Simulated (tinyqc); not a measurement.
## Permittivity of the insulator from five potentials

Question. A node lies on a semiconductor-insulator interface. Steps: hs = tb/2 down into the semiconductor, ho = tox/2 up into the insulator, hy = L/5 sideways. The flux balance of its box reads eox (hy/ho)(above - node) + eps_r (hy/hs)(below - node) + [(eps_r hs + eox ho)/(2 hy)](left + right - 2 node) - q Na (hs/2) hy/eps0 = 0. Find eox.

Parameters, values chosen for the exercise; semiconductor permittivity made up:
```
symbol  value   unit                                     meaning
eps_r    14.2         relative permittivity of the semiconductor
tb          6     nm                              body thickness
tox         4     nm                         insulator thickness
L          35     nm                              channel length
Na       2e18  cm^-3       acceptor density of the depleted body
```

Constants: q = 1.602176634e-19 C, eps0 = 8.8541878128e-14 F/cm where lengths are in cm. Results are converted to the units shown.

psi (V): node 0.50255772, above 0.28585192, below 0.62049597, left 0.18715506, right 1.58

Solution. The balance is linear in eox.

eox = 9.00

Numbers from tinyqc (`OMP_NUM_THREADS=1 python tinyqc.py 2480093 2480094 out.jsonl`; about 0.09 s on one thread of a shared Intel Xeon 2.30GHz).
